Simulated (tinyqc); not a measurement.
Inside a calculation. Method: Hubbard chain of 4 sites. One step of it, computed by the program tinyqc.

Question. Mean-field iteration 2. H(up) = T + U n(down), H(down) = T + U n(up); fill the lowest levels; n(new) = n + mixing (n(out) - n); E = tr T (rho up + rho down) + U sum n_up n_down of the output.

one-body matrix (hopping and site energies) (eV):
```
           1          2          3          4
1  -0.790000  -1.800000   0.000000   0.000000
2  -1.800000   0.980000  -1.800000   0.000000
3   0.000000  -1.800000   0.370000  -1.800000
4   0.000000   0.000000  -1.800000  -0.070000
```

U = 10.000000 eV

electrons, up and down: 2  2

mixing = 0.500000

n(up) after iteration 1: 1 0.879401, 2 0.142536, 3 0.843317, 4 0.134746

n(down) after iteration 1: 1 0.149845, 2 0.823357, 3 0.154481, 4 0.872317

Give: levels, up; levels, down; energy; n(up) after iteration 2; n(down) after iteration 2.

Answer.

levels, up (eV): 0.2132  1.2459  8.9282  10.1027

levels, down (eV): 0.6941  1.6796  8.3458  9.7705

energy = -1.3602 eV

n(up) after iteration 2: 1 0.9220, 2 0.1088, 3 0.8759, 4 0.0934

n(down) after iteration 2: 1 0.1092, 2 0.8545, 3 0.1218, 4 0.9145
